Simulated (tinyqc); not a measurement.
# From Mott density back to electron mass m

Model: hydrogenic impurity: series, fields, screening, photoionisation and donor-acceptor pairs. Computed by tinyqc, a small Python program. Command: `OMP_NUM_THREADS=1 python tinyqc.py 3006556 3006557 out.jsonl hydrogenic inv`. One thread of a shared host (Intel(R) Xeon(R) Processor @ 2.30GHz), about 0.01 s of CPU time with the checks.

One isotropic, parabolic band. Effective units: Ry* and a*, in which H = -nabla^2 - 2/r.

Inputs (values chosen for the exercise, modelled on CdS): dielectric constant eps = 8.72; donor density N = 1.8e+17 cm^-3.

Parts treated: screening and pairs.

Constants: Ry = 13.605693123 eV; a_0 = 0.529177210903 angstrom; h x 1 THz = 4.135667696 meV.

Method. Ry* = Ry m/eps^2, a* = a_0 eps/m; level n is bound by Ry*/n^2; <r> = (3/2) a* in 1s; lines 1s -> np at Ry* (1 - 1/n^2); 1 THz = 4.135667696 meV. Wigner-Seitz radius r_s = (3/(4 pi N))^(1/3); Mott criterion N_c^(1/3) a* = 0.26; overlap of two 1s orbitals at distance d: S = exp(-x)(1 + x + x^2/3), x = d/a*, with d = N^(-1/3).

Task: A run gave the result below. Find the electron mass m, known to lie between 0.15 and 0.26 m_0.

Mott density = 1.67325e+18 cm^-3

Result:

Each step takes the trial c = (a f_b - b f_a)/(f_b - f_a), f being the result less the target and a, b, c the logarithms of the listed values; c replaces end b, the old b replaces a if the sign of f changed, and otherwise f_a is halved.

Scan of the range:
```
electron mass m (m_0)  Mott density (cm^-3)
0.150                           6.03728e+17
0.164                           7.89039e+17
0.180                           1.04324e+18
0.197                           1.36762e+18
0.216                           1.80272e+18
0.237                           2.38129e+18
0.260                           3.14403e+18
```

False position (Illinois rule, in the logarithm of the input) inside the bracket:
```
step     end a     end b     trial  Mott density (cm^-3)
1     0.197000  0.216000  0.210162           1.66047e+18
2     0.216000  0.210162  0.210680           1.67278e+18
3     0.216000  0.210680  0.210718           1.67368e+18
4     0.210680  0.210718  0.210700           1.67325e+18
5     0.210718  0.210700  0.210700           1.67325e+18
```

Mott density rises at every point of a 13-point scan of the range (every second point is shown), so one value fits; it is bracketed by 0.197 and 0.216. The scan shows a pure power law with exponent 3.000, so scaling from any one row also gives the answer directly. Answer: electron mass m = 0.2107 m_0.
